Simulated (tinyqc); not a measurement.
From results back to parameters: propagation of a band-gap error through k.p and effective-mass formulas. Four cases, with inputs chosen for the exercise.

Problem. A calculation returned the electron mass below. With 1/me = 1 + Ep (E + 2 Dso/3)/(E (E + Dso)) and the given Ep and Dso, which gap E did it have, and by what factor is exp(-E/2kT) off against the gap Eg?

Constants: kB = 8.617333262e-05 eV/K.

Case 1.

Values chosen (reference values near those of InP, gap at low temperature; shifted at random, so the results belong to these values and not to a real crystal): Eg = 1.438 eV (gap at Gamma to the s-like level); Dso = 0.11 eV (spin-orbit splitting); Ep = 20.8 eV (Kane energy); T = 77 K (temperature).

me = 0.0303382 m0

Case 2.

Values chosen (reference values near those of GaAs, gap at low temperature; shifted at random, so the results belong to these values and not to a real crystal): Eg = 1.52 eV (gap at Gamma to the s-like level); Dso = 0.347 eV (spin-orbit splitting); Ep = 26.2 eV (Kane energy); T = 400 K (temperature).

me = 0.1072490 m0

Case 3.

Values chosen (reference values near those of GaSb, gap at low temperature; shifted at random, so the results belong to these values and not to a real crystal): Eg = 0.816 eV (gap at Gamma to the s-like level); Dso = 0.745 eV (spin-orbit splitting); Ep = 26.7 eV (Kane energy); T = 300 K (temperature).

me = 0.0316774 m0

Case 4.

Values chosen (reference values near those of CdTe, gap at low temperature; shifted at random, so the results belong to these values and not to a real crystal): Eg = 1.629 eV (gap at Gamma to the s-like level); Dso = 0.914 eV (spin-orbit splitting); Ep = 19 eV (Kane energy); T = 300 K (temperature).

me = 0.1441627 m0

Find: X = 1/me - 1; E; log10 of the factor.
Solution. X E^2 + (X Dso - Ep) E - (2/3) Ep Dso = 0 has one positive root; the factor is exp((Eg - E)/2kT).

Case 1.

X = 1/me - 1 = 31.962
E = 0.618 eV
log10 of the factor = 26.84

Case 2.

X = 1/me - 1 = 8.324
E = 3.040 eV
log10 of the factor = -9.58

Case 3.

X = 1/me - 1 = 30.568
E = 0.726 eV
log10 of the factor = 0.76

Case 4.

X = 1/me - 1 = 5.937
E = 2.948 eV
log10 of the factor = -11.08

Computed by tinyqc, one run a case: `OMP_NUM_THREADS=1 python tinyqc.py N N+1 out.jsonl` with N = 1881214, 1881234, 1881244, 1881256; one thread of a shared Intel(R) Xeon(R) Processor @ 2.30GHz, about 0.01 s a run at most.
